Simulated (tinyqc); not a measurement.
Capacitance measurement on a leaky thin oxide: effects of series resistance and leakage: effect of the gate leakage current density, not matched to the thickness.

The device is a capacitance C in parallel with a leakage conductance G, in series with Rs and Ls. An impedance meter reports either a parallel pair (Cp, Gp) from Y = 1/Z = Gp + i w Cp or a series pair (Cs, Rm) from Z = Rm + 1/(i w Cs); w = 2 pi f, dissipation D = Gp/(w |Cp|).

EOT = 3.9 tox/eox; CET = EOT + zc + zp; C = 3.9 eps0 A/CET; G = Jg A/Vs. Z = Rs + i w Ls + 1/(G + i w C); CET read from Cp = 3.9 eps0 A/Cp; errors under 0.001 % are printed as 0.

Inputs (values chosen for the exercise); values of the order met in thin-oxide MOS capacitors: relative permittivity of the gate insulator (close to zirconium oxide) eox = 24.9; insulator thickness tox = 3.6 nm; gate area A = 100 um^2; oxide-equivalent thickness added by the accumulation layer zc = 0.57 nm; oxide-equivalent thickness added by gate depletion zp = 0 nm; voltage for an e-fold rise of the leakage Vs = 0.33 V; series resistance Rs = 5.5 ohm; series inductance Ls = 0 nH; measuring frequency f = 1e5 Hz.

Constants: eps0 = 8.8541878128e-14 F/cm where lengths are in cm. Results are converted to the units shown.

The same in every row: C (pF) = 3.045.

Results:

| Jg (A/cm^2) | Cp (pF) | Cs (pF) | D | error of Cp (%) | error of Cs (%) | CET read from Cp (nm) |
|---|---|---|---|---|---|---|
| 1e-5 | 3.045 | 3.045 | 2.636e-5 | 0 | 0 | 1.134 |
| 0.0001 | 3.045 | 3.045 | 1.689e-4 | 0 | 0 | 1.134 |
| 0.001 | 3.045 | 3.045 | 0.001594 | 0 | 0 | 1.134 |
| 0.02 | 3.045 | 3.049 | 0.03168 | 0 | 0.100 | 1.134 |
| 0.2 | 3.045 | 3.351 | 0.3167 | 0 | 10.0 | 1.134 |
| 30 | 3.042 | 6877 | 47.53 | -0.0999 | 2.26e5 | 1.135 |
| 300 | 3.015 | 6.874e5 | 477.5 | -0.993 | 2.26e7 | 1.145 |

Estimate the missing row, Jg = 2 A/cm^2.

Computed row:

| Jg (A/cm^2) | Cp (pF) | Cs (pF) | D | error of Cp (%) | error of Cs (%) | CET read from Cp (nm) |
|---|---|---|---|---|---|---|
| 2 | 3.045 | 33.60 | 3.167 | -6.67e-3 | 1000 | 1.134 |

With this row back in the table: As Jg goes from 1e-5 to 300, the error of Cp goes from 0 to -0.993 %, that of Cs from 0 to 2.26e7 %, and D rises from 2.64e-5 to 477. The CET read from Cp goes from 1.13 to 1.15 nm against the true 1.13 nm. For Jg = 2, 30, 300 D exceeds 1, where the accuracy of real meters degrades in proportion to sqrt(1 + D^2).

Numbers from tinyqc (`OMP_NUM_THREADS=1 python tinyqc.py 2022104 2022105 out.jsonl`; about 0.01 s on one thread of a shared Intel Xeon 2.30GHz).
